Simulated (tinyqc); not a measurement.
Classical Heisenberg spin chain: exact results, Metropolis, heat-bath and over-relaxation steps, and a Monte Carlo run: one step, computed by the program tinyqc. Command: `OMP_NUM_THREADS=1 python tinyqc.py 3130380 3130381 out.jsonl heismc walk`. One thread of a shared host (Intel(R) Xeon(R) Processor @ 2.30GHz), about 0.1 s of CPU time with the checks.

E = -J sum_i s_i . s_(i+1) for unit vectors s_i on an open chain; K = J/(k_B T).

Task: Exact results. Each bond angle is independent, so u = <s_i . s_(i+1)> = coth K - 1/K, <s_i . s_(i+n)> = u^n, correlation length xi = -1/ln|u|, energy per bond -J u, heat capacity per bond c/k_B = 1 - K^2/sinh^2 K, and for the long chain chi = mu^2 (1 + u)/(3 k_B T (1 - u)) per spin.

Inputs (values chosen for the exercise, for a model chain of large moments): coupling J = 34 meV; temperature T = 789 K; moment mu = 2.5 mu_B.

Constants: k_B = 8.617333262e-05 eV/K; mu_B = 5.7883818060e-05 eV/T.

Give: K; u; xi; energy per bond; heat capacity; chi over the Curie value; chi.

Result:

K = 0.5001

u = 0.1640

xi = 0.5531 sites

energy per bond = -5.575 meV

heat capacity = 0.07935 k_B/bond

chi over the Curie value = 1.392

chi = 0.002469 mu_B/T per spin

For |K| << 1, u = K/3 = 0.1667.
